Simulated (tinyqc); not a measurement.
## Undoped gate-all-around wire MOSFET, analytic charge model: effect of the insulator thickness

An undoped round wire of radius R under an insulator shell and a surrounding gate; long channel, electrons only, n = ni exp((psi - V)/Vt) with V the quasi-Fermi potential (0 at the source, Vd at the drain), constant mobility, no quantisation. The radial Poisson equation gives n(r) = n(0)/(1 - (1 - b) r^2/R^2)^2 with b = Q0/(Q + Q0). Q is the electron charge per area of the wire surface.

ni = sqrt(Nc Nv) exp(-Eg/(2 Vt)), Eg in volts; Cox = eps0 eox/(R ln(1 + tox/R)); Q0 = 4 eps0 eps_r Vt/R; V0 = dphi + Vt ln[8 eps0 eps_r Vt/(q ni R^2)]. Q solves Vg - V0 - V = Q/Cox + Vt ln(Q/Q0) + Vt ln(1 + Q/Q0). I = mu (2 pi R/L)[2 Vt (Qs - Qd) + (Qs^2 - Qd^2)/(2 Cox) + Vt Q0 ln((Qd + Q0)/(Qs + Q0))], with Qs at V = 0 and Qd at V = Vd.  I(low) is taken at Vg = 0.4 V, Qs and I(high) at Vg = 1.15 V.

Parameters, values chosen for the exercise; material values close to those of silicon: temperature T = 400 K; band gap Eg = 1.1 eV; relative permittivity of the semiconductor eps_r = 11.6; conduction-band density of states at T Nc = 4.25e19 cm^-3; valence-band density of states at T Nv = 4.11e19 cm^-3; relative permittivity of the gate insulator eox = 9.14; wire radius R = 3 nm; gate work function less that of the intrinsic body dphi = 0.13 V; channel mobility mu = 760 cm^2/(V s); gate length L = 0.1 um; drain voltage Vd = 0.3 V.

Constants: q = 1.602176634e-19 C, kB = 1.380649e-23 J/K, Vt = kB T/q, eps0 = 8.8541878128e-14 F/cm where lengths are in cm. Results are converted to the units shown.

The same in every row: V0 (V) = 0.65397.

Effect of the insulator thickness:

| tox (nm) | I(low) (nA) | Qs(high) (nC/cm^2) | I(high) (uA) |
|---|---|---|---|
| 1.6 | 1.4693 | 2386.2 | 69.109 |
| 2.4 | 1.4689 | 1814.0 | 53.294 |
| 3.4 | 1.4685 | 1455.2 | 43.201 |
| 4.9 | 1.4680 | 1174.4 | 35.190 |
| 7.1 | 1.4675 | 962.55 | 29.069 |
| 10 | 1.4669 | 814.37 | 24.746 |
| 15 | 1.4661 | 681.38 | 20.832 |

What does the comparison show?

As tox goes from 1.6 to 15 nm, I(low) stays near 1.47 nA and I(high) falls from 69.1 to 20.8 uA. On average I(low) is independent of tox and I(high) goes as tox^(-0.54). Below threshold no voltage drops over the insulator in this long-channel model, so its thickness does not matter there. In every row the surface density at the source at the higher gate voltage passes 0.3 Nc, where Boltzmann statistics fail. In every row mu V/L at the higher gate voltage, with V the smaller of Vd and Vg - V0, passes 3e6 cm/s, so velocity saturation would lower the current. In every row the body is thin enough for quantum confinement, left out here, to raise the threshold.

Program tinyqc, `OMP_NUM_THREADS=1 python tinyqc.py 2460091 2460092 out.jsonl`; Intel Xeon 2.30GHz, shared host, one thread, about 0.02 s.
